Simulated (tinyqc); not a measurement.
## Avrami exponent and activation energy from three anneals

Question. Isothermal crystallisation follows X = 1 - exp(-(k t)^n) with k proportional to exp(-Ec q/(kB T)). Find n, k at both temperatures and Ec.

Constants: q = 1.602176634e-19 C, kB = 1.380649e-23 J/K. Results are converted to the units shown.

X at (398 K, 1500 s), (398 K, 3000 s) and (418 K, 29 s): 0.38088785  0.74234729  0.51122844

Solution. -ln(1 - X) = (k t)^n: the two times give n, and the two rates give Ec.

n = 1.500
k at 398 K = 4.084e-4 1/s
k at 418 K = 0.02759 1/s
Ec = 3.020 eV

Computed by the program tinyqc: `OMP_NUM_THREADS=1 python tinyqc.py 2490020 2490021 out.jsonl`, one thread of a shared Intel Xeon 2.30GHz, about 0.03 s for the whole run.
